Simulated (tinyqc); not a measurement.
What each parameter does: ellipsoidal valleys in the axes of a wafer and a channel.

Valleys with axes a along [111], [1-1-1], [-11-1] and [-1-11], one whole valley each; inverse mass tensor w = 1/mt + (1/ml - 1/mt) a a. Device axes: z = nz/|nz|, x = nx/|nx|, y = z cross x; in them a = (ax, ay, az). Confinement mass mz = 1/w_zz. In the plane w_ij is replaced by u_ij = w_ij - w_iz w_jz/w_zz (i, j = x, y); density-of-states mass md = 1/sqrt(det u); conductivity mass along x mc = 1/u_xx; ballistic transport mass mx = u_yy/det u, width mass my = 1/u_yy.

Hard walls: E_n = c (n pi/t)^2/mz, c = hbar^2/2m0, n = 1, 2, 3. Non-degenerate share of a valley proportional to md sum_n exp(-E_n/kT); mean 1/mc = sum of share/mc. 1 nm = 10 angstrom.

Constants: hbar^2/2m0 = 3.80998211 eV angstrom^2; kB = 8.617333262e-05 eV/K.

Parameters, chosen for this exercise (near those of the L valleys of GaAs; shifted at random, so the results belong to these values and not to a real crystal): ml = 1.927 m0 (longitudinal mass); mt = 0.074 m0 (transverse mass); nz = (1, 1, 0) (surface normal (confinement)); nx = (1, -1, 0) (channel direction); t = 5.5 nm (thickness of the film); T = 77 K (temperature).

Lowest E1, its share and the mean conductivity mass.

Results for these values:
```
case  lowest E1 (meV)   share  mean mc (m0)
base            60.29  1.0000        0.0740
```

What happens to each result for T = 69.3 K, all else kept?

Answer: lowest E1 does not change at the printed digits; share does not change at the printed digits; mean mc does not change at the printed digits.

The same for each parameter in turn:
```
case           lowest E1 (meV)   share  mean mc (m0)
base                     60.29  1.0000        0.0740
ml = 1.734 m0            60.77  1.0000        0.0740
mt = 0.067 m0            66.15  1.0000        0.0670
t = 6.05 nm              49.83  1.0000        0.0740
T = 69.3 K               60.29  1.0000        0.0740
```

Program tinyqc; command `OMP_NUM_THREADS=1 python tinyqc.py 1880623 1880624 out.jsonl`; about 0.01 s on one thread of a shared Intel(R) Xeon(R) Processor @ 2.30GHz.
